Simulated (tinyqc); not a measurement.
Inputs raised by 2 %, one at a time: critical temperature from a phonon spectrum: McMillan, Allen-Dynes and the linearised Eliashberg equation. Computed by tinyqc, a small Python program. Command: `OMP_NUM_THREADS=1 python tinyqc.py 3001824 3001825 out.jsonl eliashberg sens`. One thread of a shared host (Intel(R) Xeon(R) Processor @ 2.30GHz), about 0.03 s of CPU time with the checks.

alpha^2 F(omega) = sum_i (lambda_i omega_i/2) delta(omega - omega_i), so that lambda = 2 int alpha^2 F/omega d omega = sum_i lambda_i.

Inputs (values chosen for the exercise, for a model metal):

| quantity | value | unit |
|---|---|---|
| peak energy omega_1 | 22.8 | meV |
| coupling lambda_1 | 0.85 | - |
| peak energy omega_2 | 43.3 | meV |
| coupling lambda_2 | 0.57 | - |
| Coulomb pseudopotential mu* | 0.08 | - |

Peaks in alpha^2 F: two.

Constants: k_B = 8.617333262e-05 eV/K.

Method:
- omega_log = exp(sum lambda_i ln omega_i / lambda); omega_rms = sqrt(sum lambda_i omega_i^2 / lambda).
- McMillan form: k_B T_c = (omega_log/1.2) exp[-1.04 (1 + lambda)/(lambda - mu* (1 + 0.62 lambda))]. Allen-Dynes multiplies it by f1 f2: f1 = [1 + (lambda/L1)^(3/2)]^(1/3), L1 = 2.46 (1 + 3.8 mu*); f2 = 1 + (omega_rms/omega_log - 1) lambda^2/(lambda^2 + L2^2), L2 = 1.82 (1 + 6.3 mu*) omega_rms/omega_log.
- Linearised Eliashberg equation at omega_n = (2n + 1) pi k_B T, n = 0..N-1: lambda(j) = sum_i lambda_i omega_i^2/(omega_i^2 + (2 pi j k_B T)^2); K_mn = lambda(m - n) + lambda(m + n + 1) - 2 mu*(N) - delta_mn [2m + 1 + lambda(0) + 2 sum_(j=1..m) lambda(j)], with 1/mu*(N) = 1/mu* + ln(omega_rms/omega_N), omega_N = (2N + 1) pi k_B T. T_c is where the largest eigenvalue rho of K is zero.
- N is the smallest integer at or above 8 omega_max/(2 pi k_B T_AD), omega_max the highest peak and T_AD the Allen-Dynes value.
- T_c ~ M^(-a). All omega_i scale as M^(-1/2) at fixed lambda, but mu* = mu/(1 + mu ln(E_F/omega)) changes: d mu*/d ln omega = mu*^2. In the McMillan form a = (1/2) [1 - 1.04 (1 + lambda)(1 + 0.62 lambda) mu*^2/(lambda - mu* (1 + 0.62 lambda))^2].

Runs:

| input moved | from | to | T_c, Eliashberg (K) | T_c, McMillan form (K) | omega_log (meV) | isotope exponent a |
|---|---|---|---|---|---|---|
| base run | - | - | 42.93 | 39.29 | 29.49 | 0.4906 |
| peak energy omega_1 (meV) | 22.8 | 23.256 | 43.43 | 39.76 | 29.85 | 0.4906 |
| coupling lambda_1 | 0.85 | 0.867 | 43.36 | 39.61 | 29.41 | 0.4907 |
| peak energy omega_2 (meV) | 43.3 | 44.166 | 43.28 | 39.60 | 29.73 | 0.4906 |
| coupling lambda_2 | 0.57 | 0.5814 | 43.45 | 39.70 | 29.59 | 0.4907 |
| Coulomb pseudopotential mu* | 0.08 | 0.0816 | 42.67 | 39.10 | 29.49 | 0.4902 |

Exponents ln(y'/y) / ln(x'/x):

| input | T_c, Eliashberg | T_c, McMillan form | omega_log | isotope exponent a |
|---|---|---|---|---|
| peak energy omega_1 | 0.591 | 0.599 | 0.599 | 0.000 |
| coupling lambda_1 | 0.506 | 0.410 | -0.154 | 0.012 |
| peak energy omega_2 | 0.409 | 0.401 | 0.401 | 0.000 |
| coupling lambda_2 | 0.609 | 0.534 | 0.154 | 0.008 |
| Coulomb pseudopotential mu* | -0.301 | -0.238 | 0.000 | -0.044 |

To which inputs is each result most sensitive?

Among the inputs moved here: T_c, Eliashberg answers most in size to coupling lambda_2 (exponent +0.609), next to peak energy omega_1 (+0.591). T_c, McMillan form answers most in size to peak energy omega_1 (exponent +0.599), next to coupling lambda_2 (+0.534). omega_log answers most in size to peak energy omega_1 (exponent +0.599), next to peak energy omega_2 (+0.401); its exponent is below 0.0005 for Coulomb pseudopotential mu*. isotope exponent a answers most in size to Coulomb pseudopotential mu* (exponent -0.044), next to coupling lambda_1 (+0.012); its exponent is below 0.0005 for peak energy omega_1, peak energy omega_2.

Extremes, crossings and ranges named in words are read from the listed rows.
